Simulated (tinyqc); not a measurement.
Configuration-coordinate model of a defect: Huang-Rhys factor and luminescence line shape. Changing the zero-phonon energy E_ZPL. Computed by tinyqc, a small Python program. Command: `OMP_NUM_THREADS=1 python tinyqc.py 3005498 3005499 out.jsonl ccline sweep`. One thread of a shared host (Intel(R) Xeon(R) Processor @ 2.30GHz), about 0.03 s of CPU time with the checks.

Ground state E_g(Q) = (1/2) omega_g^2 Q^2; excited state E_e(Q) = E_0 + (1/2) omega_e^2 (Q - dQ)^2 with E_0 = E_ZPL - (hbar omega_e - hbar omega_g)/2. Q is mass-weighted; the dipole does not depend on Q (Condon approximation).

Inputs (values chosen for the exercise, for a model defect in a wide-gap host): displacement dQ = 0.466 u^(1/2) angstrom; ground-state phonon hbar omega_g = 108 meV; excited-state phonon hbar omega_e = 83.9 meV; temperature T = 300 K; refractive index n_r = 2.4; transition dipole mu = 1.7 e angstrom; quenching prefactor nu_0 = 6e+12 1/s.

Modes: different frequencies.

Constants: hbar^2/u = 4.18015928e-03 eV angstrom^2; hbar = 6.582119569e-16 eV s; e = 1.602176634e-19 C; eps_0 = 8.8541878128e-12 F/m; hbar = 1.054571817e-34 J s; c = 299792458 m/s; k_B = 8.617333262e-05 eV/K.

Method. S = hbar omega dQ^2/(2 hbar^2/u) for each state; relaxation energy S hbar omega; absorption at E_0 + S_e hbar omega_e, emission at E_0 - S_g hbar omega_g; the Stokes shift is their difference. The curves cross at the root Q_c nearest dQ; the barrier is (1/2) omega_e^2 (Q_c - dQ)^2, with (1/2) omega^2 = (hbar omega)^2/(2 hbar^2/u). k_r = n_r omega^3 mu^2/(3 pi eps_0 hbar c^3) at the vertical emission energy, without local-field correction; k_nr = nu_0 exp(-barrier/k_B T) (Mott-Seitz); yield = k_r/(k_r + k_nr); T_1/2 = barrier/(k_B ln(nu_0/k_r)).

One run for each value; columns: (1) zero-phonon energy E_ZPL (eV); (2) radiative lifetime (ns); (3) classical barrier (eV); (4) quenching temperature T_1/2 (K); (5) vertical emission energy (eV):
```
(1)      (2)     (3)     (4)     (5)
1.47  23.168  0.4113   403.1  1.1791
1.88   9.464  0.6628   702.6  1.5891
2.30   4.683  0.9527  1079.3  2.0091
2.72   2.650  1.2682  1521.3  2.4291
3.14   1.642  1.6044  2024.8  2.8491
3.56   1.087  1.9578  2586.8  3.2691
3.98   0.756  2.3257  3205.2  3.6891
4.40   0.547  2.7062  3878.5  4.1091
```

Describe and explain the trends.

Over the rows, radiative lifetime (ns) falls from 23.2 to 0.547 (exponent d ln y / d ln x -3.6 between the first rows and -3.2 between the last); classical barrier (eV) rises from 0.411 to 2.71 (exponent d ln y / d ln x 1.9 between the first rows and 1.5 between the last); quenching temperature T_1/2 (K) rises from 403 to 3880 (exponent d ln y / d ln x 2.3 between the first rows and 1.9 between the last). A smaller transition energy lengthens the radiative lifetime through E^3 and lowers the barrier, both of which favour non-radiative decay.

Caution (rows 1.47, 1.88): the band is wide against its energy, so the E^3 factor left out of the moments shifts the observed peak up.

Extremes, crossings and ranges named in words are read from the listed rows.
